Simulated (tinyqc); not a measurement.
# MOS structure on a p-type body with a doping step (retrograde), non-linear Poisson equation by Newton steps: effect of the electron quasi-Fermi potential against the body on threshold, swing and body effect

One dimension, insulator interface at x = 0, acceptor density N1 for x < x1 and Na beyond, net doping C = -(acceptor density). psi is counted from the intrinsic level: n = ni exp((psi - Vb)/Vt), p = ni exp(-psi/Vt); deep in the body psi_b = -Vt ln(Na/ni). The gate acts through Cox = eps0 eox/tox and has the potential psi_G = Vg - (phiM - chi - Vt ln(Nc/ni)). Boltzmann statistics, full ionisation, classical densities, no oxide or interface charge.

ni = sqrt(Nc Nv) exp(-Eg/(2 Vt)), Eg in volts. The Poisson equation d/dx(eps0 eps_r dpsi/dx) = -q (p - n + C), with eps0 eps_r dpsi/dx = -Cox (psi_G - psi_0) at x = 0, is solved on a mesh of about 600 nodes or more. N_inv is the integral of n less its value deep in the body. VT is the Vg at which N_inv = 2e11 cm^-2. m = 1/(dpsi_0/dVg) at N_inv = 1e8 cm^-2; the swing is the Vg between N_inv = 1e8 and 1e9 cm^-2; body coefficient [VT(Vb + 0.05 V) - VT(Vb)]/0.05 V - 1.

Values chosen for this exercise; band and dielectric values close to those of silicon: temperature T = 300 K; band gap Eg = 1.14 eV; relative permittivity eps_r = 11.5; conduction-band density of states at T Nc = 2.84e19 cm^-3; valence-band density of states at T Nv = 2.6e19 cm^-3; electron affinity chi = 4.05 eV; acceptor density deep in the body Na = 2.7e17 cm^-3; relative permittivity of the gate insulator (close to silicon dioxide) eox = 3.9; insulator thickness tox = 3.5 nm; gate work function phiM = 4.49 eV; depth of the doping step x1 = 28 nm; acceptor density above the step N1 = 1.4e16 cm^-3.

Constants: q = 1.602176634e-19 C, kB = 1.380649e-23 J/K, Vt = kB T/q, eps0 = 8.8541878128e-14 F/cm where lengths are in cm. Results are converted to the units shown.

Results:
```
Vb (V)  VT (V)  psi_0 - psi_b at VT (V)   m - 1  swing (mV/decade)  body coefficient
0        0.593                    0.947   0.161               70.8             0.164
0.3      0.940                     1.25   0.139               68.9             0.142
0.6       1.28                     1.56   0.124               67.8             0.127
0.9       1.62                     1.86   0.113               67.0             0.115
1.5       2.28                     2.46  0.0978               65.9            0.0999
1.8       2.61                     2.76  0.0922               65.5            0.0941
```

Estimate the missing row, Vb = 1.2 V.

Computed row:
```
Vb (V)  VT (V)  psi_0 - psi_b at VT (V)  m - 1  swing (mV/decade)  body coefficient
1.2       1.95                     2.16  0.105               66.4             0.107
```

With this row back in the table: As Vb goes from 0 to 1.8, VT rises from 0.593 to 2.61 V, the swing falls from 70.8 to 65.5 mV/decade and the body coefficient falls from 0.164 to 0.0941. The swing stays within 2.4 % of m Vt ln 10, and the body coefficient within 0.0028 of m - 1.

Computed by the program tinyqc: `OMP_NUM_THREADS=1 python tinyqc.py 2080070 2080071 out.jsonl`, one thread of a shared Intel Xeon 2.30GHz, about 0.4 s for the whole run.
